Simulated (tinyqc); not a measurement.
# Threshold of a short bulk MOSFET: charge sharing, barrier lowering, narrow width, step by step

tinyqc, about 0.01 s, one thread, Intel Xeon 2.30GHz (shared host): `OMP_NUM_THREADS=1 python tinyqc.py 2002090 2002091 out.jsonl` Printed values are rounded.

n-channel device on a p-type body, depletion approximation, full ionisation. Uniform doping N = Na. Vbi from Boltzmann statistics is rough for the degenerate source. Cox = eps0 eox/tox.

Values chosen for this exercise; band and dielectric values close to those of silicon:
```
symbol    value   unit                                                                 meaning
T           300      K                                                             temperature
Eg         1.12     eV                                                                band gap
eps_r      11.7                                                          relative permittivity
Nc      2.84e19  cm^-3                                  conduction-band density of states at T
Nv      2.65e19  cm^-3                                     valence-band density of states at T
eox         3.9         relative permittivity of the gate insulator (close to silicon dioxide)
tox         1.4     nm                                                     insulator thickness
Na       1.4e18  cm^-3                                                          channel doping
Nsd        1e20  cm^-3                                                 source and drain doping
Vfb       -0.77      V                                     flat-band voltage for the doping Na
xj           95     nm                                                          junction depth
Vbs           0      V                                                     body-source voltage
Vds         0.5      V                                                    drain-source voltage
W           120     nm                                                              gate width
xw       1.5708                      shape factor of the fringing depletion at the width edges
L            66     nm                                                          channel length
```

Constants: q = 1.602176634e-19 C, kB = 1.380649e-23 J/K, Vt = kB T/q, eps0 = 8.8541878128e-14 F/cm where lengths are in cm. Results are converted to the units shown.

## Long-channel threshold and scales

ni = sqrt(Nc Nv) exp(-Eg/(2 Vt)), Eg in volts; 2 pB = 2 Vt ln(N/ni); flat band Vfb - Vt ln(N/Na); Wd = sqrt(2 eps0 eps_r (2 pB - Vbs)/(q N)); body term q N Wd/Cox; long-channel VT0 = flat band + 2 pB + body term; Vbi = Vt ln(N Nsd/ni^2); scale length l = sqrt((eps_r/eox) tox Wd).

N = 1.4e18 cm^-3
2 pB = 0.966165 V
flat band = -0.77 V
Wd = 29.8737 nm
body term = 0.271670 V
VT0 = 0.467836 V
Vbi = 1.07652 V
l = 11.2013 nm

## Short-channel and narrow-width shifts

Charge sharing (trapezoid; it ignores Vds): F = (xj/L)(sqrt(1 + 2 Wd/xj) - 1), lowering = body term times F. Barrier lowering: th = exp(-L/(2 l)) + 2 exp(-L/l), lowering = th [2 (Vbi - 2 pB) + Vds], DIBL = th. Narrow width: rise = body term times xw Wd/W. VT by each model = VT0 - lowering + rise.

F = 0.397692
lowering by charge sharing = 108.041 mV
th = 0.0580671
lowering of the barrier = 41.8495 mV
DIBL = 58.0671 mV/V
narrow-width rise = 106.236 mV
VT, charge sharing = 0.466030 V
VT, barrier lowering = 0.532222 V

L is 5.89 scale lengths. The charge-sharing lowering is 2.58 times the barrier lowering; the first falls off as 1/L and the second exponentially. Both describe the same loss of gate control, so they are alternatives and are not added.
